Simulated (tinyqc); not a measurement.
# Current crowding under a contact, resistor ladder against the transmission-line model: effects of single changes

A metal contact of length d and width W on a thin layer of the same width. The metal has no resistance, the sheet resistance under it equals Rsh, and current enters the layer at the front edge x = 0.

Inputs (values chosen for the exercise):
```
symbol  value      unit                                      meaning
Rsh       750    ohm/sq  sheet resistance of the semiconductor layer
rc       4e-9  ohm cm^2                 specific contact resistivity
d        0.06        um                               contact length
W        0.12        um                                contact width
```

Each table varies one quantity; the others keep the values above.

## Effect of the sheet resistance

Transfer length Lt = sqrt(rc/Rsh); front resistance Rc = (Rsh Lt/W) coth(d/Lt); end resistance Re = (Rsh Lt/W)/sinh(d/Lt).

Effect of the sheet resistance:
```
Rsh (ohm/sq)	Lt (um)	d/Lt	Rc W (ohm um)	Re W (ohm um)
33	0.1101	0.5450	7.314	6.348
71	0.07506	0.7994	8.030	6.006
160	0.05000	1.200	9.596	5.300
340	0.03430	1.749	12.39	4.182
740	0.02325	2.581	17.40	2.621
1600	0.01581	3.795	25.32	1.138
3500	0.01069	5.612	37.42	0.2733
7800	0.007161	8.379	55.86	0.02567
17000	0.004851	12.37	82.46	7.004e-4
```

Rc W rises from 7.31 to 82.5 ohm um while Re W falls from 6.35 to 7.00e-4 ohm um; for Rsh going to zero both tend to rc/d = 6.67 ohm um. A larger Rsh shortens Lt and crowds the current to the front edge. In 4 of the 9 rows Lt is below 20 nm, near the thickness of a real layer, where current spreads in depth and the line model fails.

## Effect of the contact resistivity

Same model as above.

Result of one run:
```
rc (ohm cm^2)	Lt (um)	d/Lt	Rc W (ohm um)
5.7e-9	0.02757	2.176	21.22
```

What becomes of these results when the specific contact resistivity rc is changed from 5.7e-9 to 5e-8 ohm cm^2, all else the same?

Result of the changed run:
```
rc (ohm cm^2)	Lt (um)	d/Lt	Rc W (ohm um)
5e-8	0.08165	0.7348	97.82
```

The whole series:
```
rc (ohm cm^2)	Lt (um)	d/Lt	Rc W (ohm um)
7.5e-11	0.003162	18.97	2.372
2.2e-10	0.005416	11.08	4.062
6.5e-10	0.009309	6.445	6.982
1.9e-9	0.01592	3.770	11.95
5.7e-9	0.02757	2.176	21.22
1.7e-8	0.04761	1.260	41.95
5e-8	0.08165	0.7348	97.82
1.5e-7	0.1414	0.4243	264.8
```

Rc W rises from 2.37 to 265 ohm um, as rc^(0.50) between the first two rows (d/Lt = 19) and rc^(0.91) between the last two (d/Lt = 0.42); a long contact gives the power 1/2 and a short one 1. In 4 of the 8 rows Lt is below 20 nm, near the thickness of a real layer, where current spreads in depth and the line model fails.

tinyqc, about 0.01 s, one thread, Intel Xeon 2.30GHz (shared host): `OMP_NUM_THREADS=1 python tinyqc.py 2760062 2760063 out.jsonl`
